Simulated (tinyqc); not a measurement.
From results back to parameters: phonon-assisted absorption at an indirect gap. Three cases, with inputs chosen for the exercise.

Problem. A slab transmits Tr = (1 - R)^2 x/(1 - R^2 x^2) with x = exp(-alpha d) and R = ((nr - 1)/(nr + 1))^2.

Find: x; alpha.

Method. Tr R^2 x^2 + (1 - R)^2 x - Tr = 0; take the positive root, then alpha = -ln(x)/d.

Case 1.

Values chosen (out of a larger set: loosely those of Si at room temperature; Eg is not tied to T; not measured data): nr = 3.61 (refractive index); d = 38 micrometre (thickness).

Tr = 0.163804

Solution.

x = 0.3503
alpha = 276 1/cm

Case 2.

Values chosen (out of a larger set: loosely those of GaP at room temperature; Eg is not tied to T; not measured data): nr = 3.44 (refractive index); d = 27 micrometre (thickness).

Tr = 0.402994

Solution.

x = 0.7811
alpha = 91.5 1/cm

Case 3.

Values chosen (out of a larger set: loosely those of GaP at room temperature; Eg is not tied to T; not measured data): nr = 3.35 (refractive index); d = 140 micrometre (thickness).

Tr = 0.0410264

Solution.

x = 0.08176
alpha = 179 1/cm

Computed by tinyqc, one run a case: `OMP_NUM_THREADS=1 python tinyqc.py N N+1 out.jsonl` with N = 1651370, 1651377, 1651383; one thread of a shared Intel(R) Xeon(R) Processor @ 2.30GHz, about 0.01 s a run at most.
